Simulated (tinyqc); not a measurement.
# Worked calculation: gate-all-around wire, scale length and short-channel effects

Computed by the program tinyqc: `OMP_NUM_THREADS=1 python tinyqc.py 2420051 2420052 out.jsonl`, one thread of a shared Intel Xeon 2.30GHz, about 0.01 s for the whole run. Printed values are rounded.

A round wire of diameter ts in an insulator shell of thickness ti under a surrounding gate. Below threshold the potential that source and drain add obeys Laplace's equation and vanishes on the gate. Its lowest mode decays along the channel as exp(-k y); k is the smallest positive root of the matching condition at the interface, and the scale length is Lambda = pi/k.

Values chosen for this exercise; permittivities: semiconductor close to that of gallium nitride, insulator close to that of hafnium oxide:
```
symbol  value  unit                                     meaning
T         400     K                                 temperature
eps_r    9.41        relative permittivity of the semiconductor
ei       22.2            relative permittivity of the insulator
ti        4.3    nm                         insulator thickness
ts       10.8    nm                               wire diameter
L          24    nm                              channel length
Vbi      0.89     V                     potential of the source
sT       0.44     V   potential of the barrier top at threshold
VTL       0.5     V                      long-channel threshold
m           1                          long-channel body factor
Vds       0.6     V                               drain voltage
```

Constants: q = 1.602176634e-19 C, kB = 1.380649e-23 J/K, Vt = kB T/q. Results are converted to the units shown.

## Scan of the matching condition

| point | k (1/nm) |
|---|---|
| 0 | 0.055 |
| 1 | 0.11 |
| 2 | 0.165 |
| 3 | 0.22 |
| 4 | 0.275 |
| 5 | 0.33 |
| 6 | 0.385 |
| 7 | 0.44 |

f(k) = ei J0(u)[J1(u) Y0(v) - Y1(u) J0(v)] - eps_r J1(u)[J0(u) Y0(v) - Y0(u) J0(v)], u = k ts/2, v = u + k ti.

| point | f(k) |
|---|---|
| 0 | 44.95339 |
| 1 | 18.79243 |
| 2 | 8.98171 |
| 3 | 3.77590 |
| 4 | 0.85397 |
| 5 | -0.61526 |
| 6 | -1.09334 |
| 7 | -0.92934 |

The first change of sign lies between k = 0.275 and 0.33 1/nm.

## Iteration 1: decay constant by Newton steps

k at the start = 0.275 1/nm

f(k) = ei J0(u)[J1(u) Y0(v) - Y1(u) J0(v)] - eps_r J1(u)[J0(u) Y0(v) - Y0(u) J0(v)], u = k ts/2, v = u + k ti; f' by a central difference with +/- 1e-5 1/nm; k(new) = k - f/f'.

f = 0.8539737
f' = -38.22319 nm
k after iteration 1 = 0.2973418 1/nm

## Iteration 2: decay constant by Newton steps

As before.

f = 0.1120591
f' = -28.43817 nm
k after iteration 2 = 0.3012822 1/nm

## Course of the iteration: decay constant by Newton steps

Stop when k changes by less than 1e-10 1/nm, or after 30 iterations.

Course of the iteration:

| iteration | k (1/nm) | \|change\| (1/nm) |
|---|---|---|
| 1 | 0.2973418 | 0.0223 |
| 2 | 0.3012822 | 3.94e-3 |
| 3 | 0.3013985 | 1.16e-4 |
| 4 | 0.3013986 | 9.96e-8 |
| 5 | 0.3013986 | 7.33e-14 |

Converged in 5 iterations. At the end the number of correct digits about doubles with each step.

## Scale length against simple estimates

k = 0.3013986 1/nm

Lambda = pi/k and l = 1/k. A parabolic potential across the structure gives l(parabolic) = sqrt([2 eps_r ts^2 ln(1 + 2 ti/ts) + ei ts^2]/(16 ei)).

Lambda = 10.42338 nm
l = 3.317866 nm
l(parabolic) = 3.303005 nm

The parabolic estimate is 0.45 % below l.

## Threshold shift, barrier position and swing

Along the channel psi(y) = s + a exp(y/l) + b exp(-y/l) with psi(0) = Vbi, psi(L) = Vbi + Vds and l = 1/k = Lambda/pi; with A = Vbi - s, B = A + Vds, x = exp(-L/l): a = (B - A x) x/(1 - x^2), b = (A - B x)/(1 - x^2). The minimum is s + 2 sqrt(a b), at y = (l/2) ln(b/a). The long-channel potential follows the gate as s = sT + (Vg - VTL)/m, and the threshold VT is the gate voltage at which the minimum equals sT. Swing = m Vt ln 10/g at threshold, g = d(minimum)/ds = 1 - (b x + a)/((1 + x) sqrt(a b)).

s at threshold = 0.4008122 V
a = 7.860755e-4 V
b = 0.4884017 V
position of the minimum = 10.66999 nm
VT = 0.4608122 V
swing = 84.26180 mV/decade

The threshold lies 39.2 mV below the long-channel value, and the barrier top sits at 0.44 L from the source.
